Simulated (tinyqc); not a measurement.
Threshold-voltage variability of a planar MOSFET, analytic estimates: one step of the calculation.

Three independent sources add in quadrature: random dopants in the depleted layer, metal-gate grains of two orientations, and roughness of the two gate edges acting through the roll-off VT = VT(long) - Vr exp(-L/l). These are first-order estimates: no three-dimensional electrostatics, no percolation.

Question. Margin in standard deviations for the wanted yield. Cells fail independently with probability Q(k) = erfc(k/sqrt(2))/2 when the margin is k standard deviations, and Y = exp(-Nb Q(k)). phi = exp(-k^2/2)/sqrt(2 pi). Newton steps on ln Q(k) = ln(-ln(Y)/Nb): k(new) = k + [ln Q - ln(-ln(Y)/Nb)] Q/phi.

Values chosen for this exercise: number of cells Nb = 65536; wanted yield Y = 0.4.

k after iteration 1 = 5.1158536

Give: Q(k); phi; k after iteration 2.

Answer.

Q(k) = 1.562e-7
phi = 8.274e-7
k after iteration 2 = 4.268

Numbers from tinyqc (`OMP_NUM_THREADS=1 python tinyqc.py 2090099 2090100 out.jsonl`; about 0.01 s on one thread of a shared Intel Xeon 2.30GHz).
